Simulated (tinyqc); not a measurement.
# Chemical-mechanical planarisation: Preston law, pattern density and step-height reduction, step by step

A worked calculation. Computed by tinyqc, a small Python program that keeps every step. Command: `OMP_NUM_THREADS=1 python tinyqc.py 3008825 3008826 out.jsonl cmp walk`. One thread of a shared host (Intel(R) Xeon(R) Processor @ 2.30GHz), about 0.01 s of CPU time with the checks. Intermediate numbers are printed to about 6 digits and carried at full precision; extremes and crossings named in words are read from the listed rows.

A row of 10 cells, repeated periodically, holds raised features that cover a share rho of each cell.

Inputs (values chosen for the exercise, close to those used for copper polishing):

| quantity | value | unit |
|---|---|---|
| Preston coefficient K | 2.7e-13 | 1/Pa |
| pressure P | 38 | kPa |
| platen and carrier speed | 60 | rpm |
| distance between the centres | 17 | cm |
| initial step height h0 | 330 | nm |
| contact height h_c | 68 | nm |
| film above the raised areas z0 | 550 | nm |
| cell size | 1.3 | mm |
| planarisation length | 2 | mm |
| polish time t | 15 | s |

local pattern densities, cell by cell: 0.1  0.4  0.8  0.5  0.1  0.4  0.7  0.25  0.6  0.25

## Blanket rate

With equal rotation speeds the relative speed is uniform, v = omega r_c; Preston rate R0 = K P v.

relative speed v = 1.06814 m/s

blanket rate R0 = 10.9591 nm/s

## Effective density

The stiff pad averages the density: rho_eff(i) = sum_j w_ij rho_j / sum_j w_ij, w = exp(-2 d^2/L^2), L the planarisation length and d the distance between cell centres, summed over all periodic images of cell j.

normalised weights (images included) for cells 0, 1, 2, ... apart: 0.518616  0.222775  0.017658  0.000258  0.000001  0.000000

effective densities: 0.221580  0.421369  0.619091  0.474139  0.279014  0.399272  0.520390  0.430792  0.436891  0.297462

Local densities span 0.1 to 0.8, effective ones 0.222 to 0.619.

## State at time t

While h > h_c only raised areas polish, at R0/rho_eff, until t_c = rho_eff (h0 - h_c)/R0. After that h = h_c exp(-(t - t_c)/tau), tau = rho_eff h_c/R0; low areas polish at R0 (1 - h/h_c) and raised areas at R0 [1 + (1 - rho_eff) h/(rho_eff h_c)]. Removed from raised areas after t_c: h0 - h_c + R0 (t - t_c) + (1 - rho_eff)(h_c - h); from low areas: R0 (t - t_c) - rho_eff (h_c - h). Film left = z0 less the removal from raised areas.

Cells:

| cell | rho_eff | t_c (s) | step h (nm) | removed, raised (nm) | removed, low (nm) | film left on raised areas (nm) |
|---|---|---|---|---|---|---|
| 1 | 0.221580 | 5.2973 | 0.0586 | 421.220 | 91.2784 | 128.780 |
| 2 | 0.421369 | 10.0737 | 10.3325 | 349.357 | 29.6891 | 200.643 |
| 3 | 0.619091 | 14.8006 | 64.5605 | 265.495 | 0.0557 | 284.505 |
| 4 | 0.474139 | 11.3352 | 19.5666 | 327.632 | 17.1984 | 222.368 |
| 5 | 0.279014 | 6.6704 | 0.5533 | 401.913 | 72.4667 | 148.087 |
| 6 | 0.399272 | 9.5454 | 7.5217 | 358.109 | 35.6304 | 191.891 |
| 7 | 0.520390 | 12.4410 | 30.7835 | 307.894 | 8.6777 | 242.106 |
| 8 | 0.430792 | 10.2989 | 11.7141 | 345.558 | 27.2720 | 204.442 |
| 9 | 0.436891 | 10.4447 | 12.6686 | 343.079 | 25.7479 | 206.921 |
| 10 | 0.297462 | 7.1114 | 0.9470 | 395.559 | 66.5061 | 154.441 |

range of film left across the row = 155.725 nm

largest remaining step = 64.5605 nm

thinnest film left = 128.780 nm

10 of 10 cells have reached contact. The cell with the lowest rho_eff has lost the most film from its raised areas.

## Local against global planarity over time

Times are multiples of h0/R0; the range is the largest minus the smallest removal from raised areas.

Steps and range (nm):

| multiple | t (s) | largest step | smallest step | range across the row | mean removal from raised areas |
|---|---|---|---|---|---|
| 0.10 | 3.0112 | 276.696 | 181.070 | 95.626 | 87.756 |
| 0.20 | 6.0224 | 223.392 | 40.131 | 185.032 | 174.891 |
| 0.30 | 9.0336 | 170.088 | 4.491 | 192.471 | 248.903 |
| 0.45 | 13.5503 | 90.132 | 0.168 | 165.380 | 331.302 |
| 0.60 | 18.0671 | 29.054 | 0.006 | 142.241 | 389.882 |
| 0.80 | 24.0895 | 6.058 | 0.000 | 133.486 | 458.256 |
| 1.00 | 30.1119 | 1.263 | 0.000 | 131.660 | 524.624 |
| 1.30 | 39.1454 | 0.120 | 0.000 | 131.224 | 623.694 |
| 1.70 | 51.1902 | 0.005 | 0.000 | 131.181 | 755.700 |

Local steps shrink to 0.01 nm or less, but the range across the row reaches up to 192.5 nm among these rows and ends at 131.2 nm, against the limit (largest - smallest rho_eff) h0 = 131.2 nm: once flat, all cells polish alike and the difference stays. Evener density (dummy fill), a longer planarisation length or a smaller initial step reduces it. Caution: in the last rows the removal passes z0 somewhere, so they describe a thicker film than the one given.

Checks made by the program: volume removed per cell equals R0 t (relative difference below 1e-10).
